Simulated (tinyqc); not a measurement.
The 3-omega method: a line heater on a substrate with a thin film: one step, computed by the program tinyqc.

A current at angular frequency omega = 2 pi f heats the line at 2 omega with the amplitude P per length; the temperature swing Delta T at 2 omega gives a voltage at 3 omega. The substrate is taken as semi-infinite and isotropic, and the heat capacity of heater and film is left out.

Task: The film adds a constant step. One-dimensional flow across the film: Delta T_f = P (t/kappa_f + R_i)/(2 b); total in-phase swing Delta T = Delta T_s + Delta T_f; third-harmonic amplitude V_3 = V_1 beta |Delta T|/2 with the out-of-phase part included; the apparent film conductivity is t/(t/kappa_f + R_i).

Inputs (values chosen for the exercise, modelled on silica on gallium nitride): heater half-width b = 13 micrometre; power amplitude per length P = 9.1 W/m; film thickness t = 810 nm; film conductivity kappa_f = 1.2 W/(m K); interface resistance R_i = 3.8 m^2 K/GW; temperature coefficient of resistance beta = 1.9 1e-3/K; voltage amplitude V_1 = 1.4 V.

in-phase Delta T_s = 0.05219883 K

out-of-phase Delta T_s = -0.01144498 K

Give: Delta T_f; total in-phase swing; V_3; apparent film conductivity; film share of the in-phase swing.

Result:

Delta T_f = 0.23758 K

total in-phase swing = 0.2898 K

V_3 = 0.3857 mV

apparent film conductivity = 1.193 W/(m K)

film share of the in-phase swing = 0.8199

The interface lowers the apparent conductivity by 1 %. The film gives a large part of the signal. Caution: the penetration depth exceeds a fifth of the substrate thickness, so the back face is felt and the semi-infinite formula fails.
